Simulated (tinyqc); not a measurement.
Random telegraph noise from one oxide trap in a small MOSFET: effect of the depth of the trap from the channel interface.

An acceptor-like trap exchanges electrons with the channel. Inversion charge Q = Cox u, u = n Vt W0(exp((Vg - VT)/(n Vt))), W0 the Lambert function, n = nf, Cox = eps0 eox/tox; linear regime Id = (W/L) mu Q Vd. Relative to threshold the surface potential rises by Vt ln(u/u0) and the oxide voltage by the rest of Vg - VT, with u0 = n Vt W0(1).

N = Cox u/q; dpsi = Vt ln(u/u0); E = E0 - dpsi - (xt/tox)(Vg - VT - dpsi); capture time tc = 1/[(N/zi) vth s0 exp(-xt/lt - EB/Vt)]; emission time te = tc exp(-E/Vt); occupancy te/(tc + te). A = W L; threshold step dV = q (1 - xt/tox)/(Cox A); gm/Id = 1/(u + n Vt); relative step dI/I = (gm/Id) dV + asc mu/A. fc = (1/tc + 1/te)/(2 pi); rms = (dI/I) sqrt(tc te)/(tc + te).

Values chosen for this exercise; values of the order met in silicon transistors:
```
symbol,value,unit,meaning
T,350,K,temperature
eox,9.25,,relative permittivity of the gate insulator (close to aluminium oxide)
tox,2.6,nm,insulator thickness
E0,0.23,eV,trap level above the channel Fermi level at threshold
s0,4e-15,cm^2,capture prefactor
EB,0.45,eV,capture barrier (lattice relaxation)
lt,0.12,nm,tunnelling decay length
vth,1.8e7,cm/s,thermal velocity
zi,2.4,nm,thickness of the inversion layer
VT,0.23,V,threshold voltage
nf,1.19,,body factor
W,39,nm,gate width
L,170,nm,gate length
mu,360,cm^2/(V s),mobility
asc,8.7e-16,V s,scattering coefficient of the charged trap
Vd,0.02,V,drain voltage
Vg,1.19,V,gate voltage
```

Constants: q = 1.602176634e-19 C, kB = 1.380649e-23 J/K, Vt = kB T/q, eps0 = 8.8541878128e-14 F/cm where lengths are in cm. Results are converted to the units shown.

Effect of the depth of the trap from the channel interface:
```
xt (nm)	E (eV)	tc (s)	te (s)	occupancy	dI/I (%)	fc (Hz)	rms dI/I (%)
0.13	0.07519	1.786e-6	1.476e-7	0.07636	0.5550	1.167e6	0.1474
0.39	-0.009569	1.559e-5	2.141e-5	0.5787	0.5463	1.764e4	0.2697
0.65	-0.09433	1.361e-4	0.003104	0.9580	0.5376	1221	0.1078
0.91	-0.1791	0.001188	0.4502	0.9974	0.5289	134.3	0.02710
1.17	-0.2638	0.01037	65.28	0.9998	0.5202	15.35	0.006555
1.43	-0.3486	0.09050	9467	1.000	0.5115	1.759	0.001582
1.69	-0.4334	0.7900	1.373e6	1.000	0.5028	0.2015	3.814e-4
```

As xt goes from 0.13 to 1.69, tc rises from 1.79e-6 to 0.790 s, te rises from 1.48e-7 to 1.37e6 s and dI/I falls from 0.555 to 0.503 %. tc grows a decade every lt ln 10 = 0.276 nm of depth; traps spread evenly in depth therefore give corner frequencies spread evenly on a log scale, whose sum is 1/f noise if the traps contribute equal variances.

Range of the model: VT is taken as given; short-channel effects and the uneven flow of current among few electrons are left out.

Numbers from tinyqc (`OMP_NUM_THREADS=1 python tinyqc.py 2710128 2710129 out.jsonl`; about 0.01 s on one thread of a shared Intel Xeon 2.30GHz).
